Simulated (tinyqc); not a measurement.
From results to parameters: diatomic chain. Computed by the program tinyqc.

Problem. A chain of two alternating masses has one spring constant k; at the zone edge omega^2 = 2k/M and 2k/m, and wavenumber = 521.4708 sqrt(omega^2) with omega^2 in eV/(angstrom^2 u). Find k, the heavier mass and the optical wavenumber at q = 0.

wavenumbers at the zone edge (cm^-1): 117.141354  347.177089
lighter mass = 18.500000 u

Solution. The upper value gives k = m omega^2/2, the ratio of the squares gives M/m, and at q = 0 omega^2 = 2k (1/m + 1/M), the sum of the two.

k = 4.1000 eV/angstrom^2
heavier mass = 162.5000 u
optical wavenumber at q = 0 = 366.407 cm^-1
